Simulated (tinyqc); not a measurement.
Worked calculation: CIS and TDHF on RHF in the sto-3g basis, for BeH2, spin multiplicity 1. One step of it, computed by the program tinyqc.

Problem. CIS matrix, triplets. A(ia,jb) = (e_a - e_i) d_ij d_ab - (ij|ab).

orbital energies (hartree): [-4.517049, -0.473077, -0.440009, 0.209140, 0.209140, 0.503332, 1.067728]

Two-electron integrals over orbitals (pq|rs), unique and non-zero (hartree):
```
(11|11) 2.271409    (21|11) -0.206271   (21|21) 0.028704    (22|11) 0.502724
(22|21) -0.007381   (22|22) 0.408794    (31|31) 0.006585    (32|31) 0.015815
(32|32) 0.166040    (33|11) 0.474433    (33|21) -0.003054   (33|22) 0.422286
(33|33) 0.445235    (41|41) 0.015768    (42|41) 0.015511    (42|42) 0.050576
(43|43) 0.015568    (44|11) 0.569167    (44|21) -0.008477   (44|22) 0.375982
(44|33) 0.364743    (44|44) 0.449859    (51|51) 0.015768    (52|51) 0.015511
(52|52) 0.050576    (53|53) 0.015568    (54|54) 0.024249    (55|11) 0.569167
(55|21) -0.008477   (55|22) 0.375982    (55|33) 0.364743    (55|44) 0.401360
(55|55) 0.449859    (61|11) -0.170908   (61|21) 0.024481    (61|22) -0.007150
(61|33) -0.004665   (61|44) -0.004130   (61|55) -0.004130   (61|61) 0.021219
(62|11) 0.098094    (62|21) -0.006896   (62|22) -0.029455   (62|33) -0.051813
(62|44) 0.045368    (62|55) 0.045368    (62|61) -0.003028   (62|62) 0.075824
(63|31) -0.003948   (63|32) -0.096583   (63|63) 0.083106    (64|41) 0.016248
(64|42) 0.047656    (64|64) 0.051133    (65|51) 0.016248    (65|52) 0.047656
(65|65) 0.051133    (66|11) 0.479682    (66|21) -0.006288   (66|22) 0.405201
(66|33) 0.416142    (66|44) 0.372542    (66|55) 0.372542    (66|61) -0.005566
(66|62) -0.039022   (66|66) 0.418616    (71|31) 0.011987    (71|32) 0.021407
(71|63) -0.003251   (71|71) 0.022459    (72|31) 0.002834    (72|32) -0.046822
(72|63) 0.061093    (72|71) 0.006655    (72|72) 0.056513    (73|11) 0.133194
(73|21) -0.005648   (73|22) -0.009713   (73|33) -0.024460   (73|44) 0.053714
(73|55) 0.053714    (73|61) -0.002923   (73|62) 0.070922    (73|66) -0.030407
(73|73) 0.080547    (74|43) 0.013905    (74|74) 0.016263    (75|53) 0.013905
(75|75) 0.016263    (76|31) 0.012044    (76|32) 0.143799    (76|63) -0.097638
(76|71) 0.016140    (76|72) -0.059449   (76|76) 0.142559    (77|11) 0.588849
(77|21) -0.009703   (77|22) 0.439828    (77|33) 0.459289    (77|44) 0.396137
(77|55) 0.396137    (77|61) -0.009184   (77|62) -0.045416   (77|66) 0.445997
(77|73) -0.019302   (77|77) 0.503115
```

Give: CIS matrix A, triplet.

Solution.

CIS matrix A, triplet (hartree), order 1>4, 1>5, 1>6, 1>7, 2>4, 2>5, 2>6, 2>7, 3>4, 3>5, 3>6, 3>7:
```
[[4.157, 0.000, 0.000, 0.000, 0.008, 0.000, 0.000, 0.000, 0.000, 0.000, 0.000, 0.000],
 [0.000, 4.157, 0.000, 0.000, 0.000, 0.008, 0.000, 0.000, 0.000, 0.000, 0.000, 0.000],
 [0.000, 0.000, 4.541, 0.000, 0.000, 0.000, 0.006, 0.000, 0.000, 0.000, 0.000, -0.012],
 [0.000, 0.000, 0.000, 4.996, 0.000, 0.000, 0.000, 0.010, 0.000, 0.000, -0.012, 0.000],
 [0.008, 0.000, 0.000, 0.000, 0.306, 0.000, 0.000, 0.000, 0.000, 0.000, 0.000, 0.000],
 [0.000, 0.008, 0.000, 0.000, 0.000, 0.306, 0.000, 0.000, 0.000, 0.000, 0.000, 0.000],
 [0.000, 0.000, 0.006, 0.000, 0.000, 0.000, 0.571, 0.000, 0.000, 0.000, 0.000, -0.144],
 [0.000, 0.000, 0.000, 0.010, 0.000, 0.000, 0.000, 1.101, 0.000, 0.000, -0.144, 0.000],
 [0.000, 0.000, 0.000, 0.000, 0.000, 0.000, 0.000, 0.000, 0.284, 0.000, 0.000, 0.000],
 [0.000, 0.000, 0.000, 0.000, 0.000, 0.000, 0.000, 0.000, 0.000, 0.284, 0.000, 0.000],
 [0.000, 0.000, 0.000, -0.012, 0.000, 0.000, 0.000, -0.144, 0.000, 0.000, 0.527, 0.000],
 [0.000, 0.000, -0.012, 0.000, 0.000, 0.000, -0.144, 0.000, 0.000, 0.000, 0.000, 1.048]]
```
